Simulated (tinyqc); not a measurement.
Surface segregation during layer-by-layer epitaxy: two-layer exchange kinetics and the shape of quantum wells and delta layers. Inputs raised by 10 %, one at a time. Computed by tinyqc, a small Python program. Command: `OMP_NUM_THREADS=1 python tinyqc.py 3019227 3019228 out.jsonl mbeseg sens`. One thread of a shared host (Intel(R) Xeon(R) Processor @ 2.30GHz), about 0.01 s of CPU time with the checks.

Atoms A and B exchange only between the growing layer and the one below it. B is supplied for N layers, then pure A follows.

Inputs (values chosen for the exercise, close to those used for antimony in silicon):
```
quantity,value,unit
barrier E1 for B to move up,1.73,eV
segregation energy E_s,0.59,eV
attempt frequency nu,10,THz
growth rate G,0.14,layers/s
share x0 of B in the flux during the well,0.092,-
layers in the well N,4,-
layer thickness,1.36,angstrom
temperature T,280,C
```

Constants: k_B = 8.617333262e-05 eV/K.

Method:
- p1 = nu exp(-E1/(k_B T)) (B up, A down), p2 = nu exp(-(E1 + E_s)/(k_B T)) (B down); time per layer tau = 1/G; K = p1/p2.
- Temperatures in kelvin are T(C) + 273.15.
- Dilute equilibrium share passed up per layer R_eq = K/(1 + K).
- Each layer is deposited complete with B share x_dep and then exchanges for the time tau = 1/G with the layer below, whose share is b (total c = s + b fixed): ds/dt = p1 b (1 - s) - p2 s (1 - b), s(0) = x_dep. With the roots s1 < s2 of the right side, (s - s1)/(s - s2) = [(s(0) - s1)/(s(0) - s2)] exp(-(p1 - p2)(s2 - s1) tau). The lower layer is then buried with c - s, and s becomes the b of the next layer.
- In the dilute tail each layer passes up the share R = R_eq (1 - exp(-(p1 + p2) tau)); decay length = -layer thickness/ln R.
- Index 0 is the last layer of pure A below the well. Share of B outside the intended layers 1..N = 1 - (sum over 1..N)/(N x0).

Runs:
```
input moved,from,to,share passed up R,decay length (angstrom),peak share (largest buried share),share of B outside the well
base run,-,-,0.01228,0.3091,0.0920,0.003102
barrier E1 for B to move up (eV),1.73,1.903,0.00033,0.1695,0.0920,0.000082
segregation energy E_s (eV),0.59,0.649,0.01228,0.3091,0.0920,0.003102
attempt frequency nu (THz),10,11,0.01350,0.3159,0.0920,0.003414
growth rate G (layers/s),0.14,0.154,0.01117,0.3026,0.0920,0.002819
share x0 of B in the flux during the well,0.092,0.1012,0.01228,0.3091,0.1012,0.003101
```

Exponents ln(y'/y) / ln(x'/x):
```
input,share passed up R,decay length,peak share (largest buried share),share of B outside the well
barrier E1 for B to move up,-38.016,-6.303,0,-38.125
segregation energy E_s,0.000,0.000,0,0.000
attempt frequency nu,0.994,0.228,0,1.005
growth rate G,-0.994,-0.224,0,-1.004
share x0 of B in the flux during the well,0.000,0.000,1,-0.002
```

Which inputs matter most for each result?

Among the inputs moved here: share passed up R answers most in size to barrier E1 for B to move up (exponent -38.016), next to attempt frequency nu (+0.994); its exponent is below 0.0005 for segregation energy E_s, share x0 of B in the flux during the well. Its exponent +0.994 in attempt frequency nu: kinetic regime. Its exponent -0.994 in growth rate G: kinetic regime: R is about p1 tau. Decay length answers most in size to barrier E1 for B to move up (exponent -6.303), next to attempt frequency nu (+0.228); its exponent is below 0.0005 for segregation energy E_s, share x0 of B in the flux during the well. Peak share (largest buried share) answers most in size to share x0 of B in the flux during the well (exponent +1.000); its exponent is below 0.0005 for barrier E1 for B to move up, segregation energy E_s, attempt frequency nu, growth rate G. Its exponent +1.000 in share x0 of B in the flux during the well: the peak share follows x0. Share of B outside the well answers most in size to barrier E1 for B to move up (exponent -38.125), next to attempt frequency nu (+1.005); its exponent is below 0.0005 for segregation energy E_s.

Caution (all rows): a decay length below one layer thickness is only formal. Caution (all rows): two-layer exchange with complete layers is a simplification that can understate segregation at low temperature; desorption, step-edge exchange and surfactants are left out.

Extremes, crossings and ranges named in words are read from the listed rows.
